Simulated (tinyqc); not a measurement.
Frequency dispersion of an accumulation capacitance by border traps, distributed model: one step of the calculation.

Traps spread evenly through the insulator exchange electrons with the semiconductor by tunnelling, with tau(x) = t0 exp(2 ka x) at depth x from the interface. The admittance per area Y seen at depth x obeys dY/dx = -Y^2/(i w eps0 eox) + q Nb ln(1 + i w tau)/tau, with Y(0) = i w Cs and w = 2 pi f; the gate sees Y(tox) = G + i w C. Working variable y = Y/(i w), in uF/cm^2. Cox = eps0 eox/tox.

Problem. Capacitance and conductance at the gate. Beyond xe the traps are ignored, so 1/y(tox) = 1/y(xe) + (tox - xe)/(eps0 eox); C = Re y, G/w = -Im y, loss tangent G/(w C).

Values chosen for this exercise; permittivity close to that of aluminium oxide: relative permittivity of the insulator eox = 8.79; insulator thickness tox = 5.1 nm; depth down to which the steps are taken xe = 2.4 nm.

Constants: eps0 = 8.8541878128e-14 F/cm where lengths are in cm. Results are converted to the units shown.

y at xe = 2.3063846-0.2194693i uF/cm^2

Wanted: y at the gate; C; G/w; loss tangent.

Solution.

y at the gate = 1.2841-0.0676i uF/cm^2
C = 1.2841 uF/cm^2
G/w = 0.067607 uF/cm^2
loss tangent = 0.052650

Numbers from tinyqc (`OMP_NUM_THREADS=1 python tinyqc.py 2202151 2202152 out.jsonl`; about 0.4 s on one thread of a shared Intel Xeon 2.30GHz).
